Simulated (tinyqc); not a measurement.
Worked calculation: Pariser-Parr-Pople SCF with singles CI, for the molecule Fc1cnc2nc[nH]c2n1 (SMILES; centres numbered as the heavy atoms are written). One step of it, computed by the program tinyqc.

Problem. Iteration 1: orbitals and new P. Diagonalise F (the basis is taken as orthonormal) and form P = 2 sum c c over the lowest orbitals.

F (eV), lower triangle:
```
,1F,2C,3C,4N,5C,6N,7C,8N,9C,10N
1F,-18.917412
2C,-4.345744,-5.613395
3C,0.590030,-4.203423,-4.957293
4N,0.167743,0.083775,-5.278496,-6.187492
5C,-0.310375,0.432170,0.346191,-4.513977,-4.437195
6N,0.058180,-0.149557,0.272648,0.183749,-4.490344,-7.136209
7C,0.130575,-0.141508,-0.219624,0.293509,0.466520,-5.063547,-6.788484
8N,-0.199231,0.257683,-0.156645,-0.106893,0.507791,0.884967,-4.706593,-9.620070
9C,0.041427,0.142548,0.547203,-0.173520,-4.144595,0.547836,0.429665,-4.479695,-6.270405
10N,0.971633,-4.778275,-0.147797,0.747636,0.058019,-0.173961,0.156549,0.446348,-4.544627,-8.094334
```

pi electrons, sum of z_r less the charge = 12

Give: orbital energies; P after iteration 1.

Solution.

orbital energies (eV): -20.2689  -16.0370  -13.6127  -12.7725  -10.4838  -9.8834  -1.0565  0.6786  1.4387  3.9752

P after iteration 1, lower triangle:
```
,1F,2C,3C,4N,5C,6N,7C,8N,9C,10N
1F,1.9158
2C,0.3028,0.8960
3C,-0.1303,0.5548,0.9878
4N,-0.0402,0.0419,0.7435,1.0916
5C,0.0928,-0.2589,-0.0846,0.5458,0.9752
6N,-0.0058,0.0315,-0.1479,-0.0329,0.5305,1.2623
7C,-0.0573,0.1571,0.1129,-0.1623,-0.1401,0.7102,1.0790
8N,0.0420,-0.1109,0.0917,0.0524,-0.1778,-0.3130,0.5890,1.4628
9C,0.0201,-0.1072,-0.2671,0.0891,0.5347,-0.1285,-0.2238,0.5128,1.0673
10N,-0.1921,0.6866,0.0281,-0.3154,0.0082,0.0837,-0.0755,-0.1452,0.5374,1.2621
```
